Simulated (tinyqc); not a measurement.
Keating valence-force model of a tetrahedral crystal: one step, computed by the program tinyqc.

Atom A sits at 0 and atom B at a/4 (1,1,1) of an fcc lattice; the four bonds from A are t = a/4 (1,1,1), a/4 (1,-1,-1), a/4 (-1,1,-1), a/4 (-1,-1,1), of length d = sqrt(3) a/4. Energy: E = (3 alpha/(8 d^2)) sum over bonds (r.r - d^2)^2 + (3 beta/(8 d^2)) sum over pairs of bonds at one atom (r_i.r_j + d^2/3)^2; both atoms have the mass M. The cell holds two atoms, Omega = a^3/4. 1 N/m = 1 J/m^2.

Task: Elastic constants and internal strain. C11 = (alpha + 3 beta)/a, C12 = (alpha - beta)/a, C44 = 4 alpha beta/(a (alpha + beta)); with the two sublattices clamped C44(0) = (alpha + beta)/a; internal-strain parameter zeta = (alpha - beta)/(alpha + beta); B = (C11 + 2 C12)/3.

Inputs (values chosen for the exercise, for a model crystal): lattice constant a = 5.845 angstrom; bond stretching alpha = 32.1 N/m; bond bending beta = 6.44 N/m.

Structure: diamond.

Give: C11; C12; C44; clamped C44(0); internal-strain parameter zeta; bulk modulus B.

Result:

C11 = 87.973 GPa

C12 = 43.901 GPa

C44 = 36.707 GPa

clamped C44(0) = 65.937 GPa

internal-strain parameter zeta = 0.66580

bulk modulus B = 58.591 GPa

Letting the sublattices shift lowers C44 by 44 %, which is zeta^2. A shear is shared between bond lengths and angles. The model fixes 2 C44 (C11 + C12)/((C11 - C12)(C11 + 3 C12)) = 1.000 whatever alpha and beta are.
